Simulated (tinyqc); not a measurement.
# Vertical double-diffused power MOSFET, components of the on-resistance, step by step

Program tinyqc, `OMP_NUM_THREADS=1 python tinyqc.py 2230123 2230124 out.jsonl`; Intel Xeon 2.30GHz, shared host, one thread, about 0.01 s. Printed values are rounded.

Stripe cells of pitch Wp + a, two channels a cell. Current flows through the channels, spreads in the accumulation layer, passes the gap between the p bodies and spreads at 45 degrees into the drift layer below them. Low drain voltage, full ionisation.

Parameters, values chosen for the exercise; bulk values close to those of 4H silicon carbide:
```
symbol,value,unit,meaning
T,400,K,temperature
eps_r,9.42,,relative permittivity
Kc,22200,V/cm per (cm^-3)^(1/8),critical-field constant
BV,1200,V,rated breakdown voltage of the drift layer
mud,794,cm^2/(V s),drift mobility at 300 K
bt,2.1,,temperature exponent of the drift mobility
tox,37,nm,gate oxide thickness (eps_r 3.9)
Vov,13,V,gate overdrive
mch,16,cm^2/(V s),channel mobility
mac,180,cm^2/(V s),accumulation-layer mobility
Lc,1,um,channel length
Wp,4.3,um,"width of the p body in one cell, channels included"
a,2.5,um,gap between neighbouring p bodies
xp,1.2,um,depth of the p body
Nj,1,,doping of the gap over the drift doping
Vbi,2.83,V,built-in voltage of the body junction
Rs,0.098,mohm cm^2,substrate and contact resistance
```

Constants: q = 1.602176634e-19 C, eps0 = 8.8541878128e-14 F/cm where lengths are in cm. Results are converted to the units shown.

## Drift layer

Triangular field at breakdown with Ec = Kc N^(1/8): BV = eps0 eps_r Ec^2/(2 q N), so N = (eps0 eps_r Kc^2/(2 q BV))^(4/3); W = 2 BV/Ec; mu = mud (T/300 K)^(-bt); rho = 1/(q mu N); ideal resistance rho W.

drift doping N = 1.09306e16 cm^-3
Ec = 2.24483 MV/cm
drift thickness W = 10.6912 um
electron mobility mu at T = 433.959 cm^2/(V s)
drift resistivity rho = 1.31582 ohm cm
ideal resistance = 1.40677 mohm cm^2

## Components of the on-resistance

Pitch p = Wp + a, Cox = 3.9 eps0/tox; zero-bias depletion in the gap w0 = sqrt(2 eps0 eps_r Vbi/(q N Nj)), open gap g = a - 2 w0; R_ch = Lc p/(2 mch Cox Vov); R_acc = 0.6 a p/(4 mac Cox Vov), 0.6 being an empirical factor for current leaving the layer along its length; R_gap = (rho/Nj) xp p/g; spreading depth t = min(W, (p - g)/2); R_drift = (rho p/2) ln((g + 2 t)/g) + rho (W - t); R_on = the sum with Rs.

w0 = 0.519195 um
g = 1.46161 um
components (mohm cm^2): channel 1.75148, accumulation 0.116765, gap 0.734605, drift 1.74334, substrate 0.098
R_on = 4.44419 mohm cm^2
shares (%): channel 39.4105, accumulation 2.6274, gap 16.5296, drift 39.2275, substrate 2.2051

The channel term is the largest. R_on is 3.16 times the ideal drift resistance rho W, and spreading raises the drift term to 1.24 times it.
